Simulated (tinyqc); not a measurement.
Inside a calculation. Model: read current of a NAND string, cells in series solved by shooting.

Numbers from tinyqc (`OMP_NUM_THREADS=1 python tinyqc.py 2142226 2142227 out.jsonl`; about 0.5 s on one thread of a shared Intel Xeon 2.30GHz). Printed values are rounded.

Cells in series, numbered from 0 at the source line (0 V) to the bit line, each followed by a gap resistance Rg. A cell with gate Vg, threshold VT, source Vs and drain Vd passes I = 2 nf K Vt^2 [F(Vs) - F(Vd)]/(1 + th max(Vg - VT, 0)), F(V) = ln^2(1 + exp((Vg - VT - nf V)/(2 nf Vt))). The selected cell has Vg = Vr, the others Vg = Vp.

Parameters, values chosen for the exercise; values of the order met in vertical NAND strings:
- T = 300 K (temperature)
- K = 3.5 uA/V^2 (gain factor of a cell)
- nf = 1.5 (slope factor)
- th = 0.15 1/V (mobility reduction factor)
- Rg = 2.7 kohm (resistance of the gap between cells)
- Vbl = 0.7 V (bit-line voltage)
- Vp = 5.6 V (pass voltage)
- Vr = 2.68 V (read voltage on the selected word line)

Constants: q = 1.602176634e-19 C, kB = 1.380649e-23 J/K, Vt = kB T/q. Results are converted to the units shown.

## Step 1: node voltages for a trial current

first trial current = 0.22 uA
thresholds from the source end, cell 0 to 5 (V): [-1.7, -1.7, 4.3, -1.7, 1.4, 4.3]

For a trial current I start at 0 V and, cell by cell (the selected one is cell 4), solve for the drain: sqrt(F(Vd)) = sqrt(F(Vs) - I/k), k = 2 nf K Vt^2/(1 + th max(Vg - VT, 0)), Vd = [Vg - VT - 2 nf Vt ln(exp(sqrt F) - 1)]/nf, then add I Rg.

node voltage after each cell and gap, trial 1, cell 0 to 5 (V): [0.0186667, 0.0374032, 0.100759, 0.119809, 0.191993, 0.271415]

## Step 2: node voltages for a trial current

second trial current = 0.37 uA

As before.

node voltage after each cell and gap, trial 2, cell 0 to 5 (V): [0.0314327, 0.0630645, 0.176769, 0.209356, 0.357656, 0.566726]

## Course of the secant iteration

Secant steps on the end voltage less Vbl, from the two trials; a trial above the saturation current of a cell has no solution and is moved halfway to the previous trial. Stop below 1e-9 V.

Course of the iteration:
```
iteration    I (uA)  end voltage - Vbl (V)  halvings
1          0.403848               -8.50e-3         1
2          0.406153                3.59e-3         0
3          0.405468               -9.70e-5         0
4          0.405486               -1.11e-6         0
5          0.405486               3.43e-10         0
```

Converged in 5 iterations to I = 0.40549 uA. The selected cell takes 24.6 % of the bit-line voltage and the gaps together 0.938 %.
